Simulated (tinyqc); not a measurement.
# Screening length from the swing

Question. In a simple model of a Schottky-barrier transistor a barrier thinner than d = 4.5 nm is transparent, so the effective barrier is pn - psi (1 - exp(-d/lam)) and the swing beyond flat band is Vt ln 10/(1 - exp(-d/lam)). Find the thermionic swing, lam, and the effective barrier at psi = 0.2 V.

Inputs (values chosen for the exercise):
- T = 250 K (temperature)
- pn = 0.36 eV (barrier for electrons at both contacts)

Constants: q = 1.602176634e-19 C, kB = 1.380649e-23 J/K, Vt = kB T/q. Results are converted to the units shown.

swing in the tunnelling range = 76.452443 mV/decade

Answer. The ratio of the two swings is 1 - exp(-d/lam).

Vt ln 10 = 49.6 mV/decade
lam = 4.30 nm
effective barrier = 0.230 eV

tinyqc, about 0.9 s, one thread, Intel Xeon 2.30GHz (shared host): `OMP_NUM_THREADS=1 python tinyqc.py 2390148 2390149 out.jsonl`
